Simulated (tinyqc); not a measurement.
Temperatures in a stack of 3 dies with leakage feedback: one step of the calculation.

One-dimensional heat flow to a sink below die 0. The power of each die is released in a plane at its top; from the plane of die j > 0 heat crosses its silicon (ts), a bond layer and the wiring of die j - 1; from die 0 it crosses t0, paste and sink. Copper shares the path through bond and wiring in parallel: k_eff = fm km + (1 - fm) k. Silicon is taken at the temperature of the plane above it. Leakage is P_l exp((T - 350 K)/Tl).

Problem. Resistances per area at 300 K. R = thickness/conductivity for each layer.

Parameters, values chosen for the exercise; conductivities of the order met in silicon, wiring layers, bonds and pastes:
```
symbol  value      unit                                       meaning
k0        149   W/(m K)              conductivity of silicon at 300 K
ts         30        um                    thickness of a thinned die
t0        500        um         thickness of the die next to the sink
tb         14        um                thickness of the wiring layers
kb        3.2   W/(m K)             conductivity of the wiring layers
tg         20        um                     thickness of a bond layer
kg        0.5   W/(m K)           conductivity of the bond dielectric
fm        0.1            area share of copper through bond and wiring
km        390   W/(m K)                        conductivity of copper
Rt       0.27  K cm^2/W                                 paste and lid
Rs       0.37  K cm^2/W                                     heat sink
```

Find: thick die; thinned die; k_eff of the bond; k_eff of the wiring; bond plus wiring; paste plus sink.

Solution.

thick die = 0.03356 K cm^2/W
thinned die = 0.002013 K cm^2/W
k_eff of the bond = 39.45 W/(m K)
k_eff of the wiring = 41.88 W/(m K)
bond plus wiring = 0.008413 K cm^2/W
paste plus sink = 0.6400 K cm^2/W

tinyqc, about 0.03 s, one thread, Intel Xeon 2.30GHz (shared host): `OMP_NUM_THREADS=1 python tinyqc.py 2162126 2162127 out.jsonl`
